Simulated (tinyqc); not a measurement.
Scattering mobility, thermal velocity and mass from two apparent mobilities.

Inverse problem. 1/mu_app = 1/mu_0 + 1/mu_B with the ballistic mobility mu_B = vT L/(2 Vt) and vT = sqrt(2 kB T/(pi m)) (non-degenerate carriers); the mean free path is 2 Vt mu_0/vT. Find mu_0, vT, m and the mean free path.

Inputs (values chosen for the exercise): temperature T = 293 K.

Constants: q = 1.602176634e-19 C, kB = 1.380649e-23 J/K, m0 = 9.1093837015e-31 kg, Vt = kB T/q. Results are converted to the units shown.

apparent mobility at L = 15 and 100 nm (cm^2/(V s)): [242.93203, 1180.3778]

Answer. 1/mu_app is linear in 1/L: the slope is 2 Vt/vT and the intercept 1/mu_0.

mu_0 = 3700 cm^2/(V s)
vT = 8.753e6 cm/s
m = 0.3690 m0
mean free path = 213.5 nm

Numbers from tinyqc (`OMP_NUM_THREADS=1 python tinyqc.py 2380104 2380105 out.jsonl`; about 0.01 s on one thread of a shared Intel Xeon 2.30GHz).
